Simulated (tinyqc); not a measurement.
Domain walls in a thin film with perpendicular anisotropy: Bloch, Neel and chiral walls, motion and stripe domains: one step, computed by the program tinyqc.

One-dimensional wall: polar angle theta(x), azimuth phi of the moment in the wall (phi = 0 Neel, 90 degrees Bloch). mu_0 = 1.25663706212e-6 T m/A, gamma = 1.76085963023e11 rad/(s T).

Question. Width and energy of the Bloch wall. K_eff = K_u - mu_0 M_s^2/2; Delta = sqrt(A/K_eff); sigma_0 = 4 sqrt(A K_eff); profile theta = 2 arctan exp(x/Delta); quality factor Q = 2 K_u/(mu_0 M_s^2).

Inputs (values chosen for the exercise, for a model film): saturation magnetisation M_s = 1070 kA/m; exchange stiffness A = 18 pJ/m; uniaxial anisotropy K_u = 797 kJ/m^3.

Give: K_eff; width parameter Delta; sigma_0; quality factor Q.

Answer.

K_eff = 77.64 kJ/m^3

width parameter Delta = 15.23 nm

sigma_0 = 4.729 mJ/m^2

quality factor Q = 1.108
